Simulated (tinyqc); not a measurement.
Out-diffusion of a doped substrate or buried layer into a growing epitaxial film: one step, computed by the program tinyqc.

x is counted from the original substrate surface into the film, whose surface moves as x = v t. Substrate dopant has one diffusivity; the dopant of the film is taken as uniform.

Question. Profile in the film. After growth and the later budget: l2 = 2 sqrt(D t + (Dt)2); C(x) = (C_s/2) erfc(x/l2) + share x C_s exp(-x/decay length) for x > 0 (autodoping taken as unchanged by the later budget). The transition x_t solves C(x) = C_e, where the total doping is twice the intended value. Positions are 0.05, 0.2, 0.4, 0.6, 0.8, 1, 1.25 and 1.5 of x_t with autodoping (any beyond the film thickness are formal); net doping = C + C_e.

Inputs (values chosen for the exercise, modelled on boron in silicon): substrate concentration C_s = 2.1e+19 1/cm^3; film doping C_e = 1.4e+15 1/cm^3; growth temperature T = 1175 C; autodoping level at the start, as a share of C_s = 0.001; decay length of autodoping = 0.24 um.

Film doping: same type as the substrate.

x_t with autodoping = 0.6653496 um

length l2 = 0.2110977 um

Give: Concentrations (1/cm^3).

Answer.

Concentrations (1/cm^3):
```
x/x_t  x (um)  diffusion  autodoping  net doping
0.05   0.0333  8.648e+18   1.828e+16   8.668e+18
0.20   0.1331  3.913e+18   1.206e+16   3.927e+18
0.40   0.2661  7.832e+17   6.928e+15   7.916e+17
0.60   0.3992  7.860e+16   3.979e+15   8.398e+16
0.80   0.5323  3.807e+15   2.286e+15   7.493e+15
1.00   0.6653  8.711e+13   1.313e+15   2.800e+15
1.25   0.8317  2.648e+11   6.565e+14   2.057e+15
1.50   0.9980  2.407e+08   3.283e+14   1.728e+15
```

Caution: the substrate doping is comparable to or above the intrinsic density at growth temperature, so the diffusivity may be higher on that side.
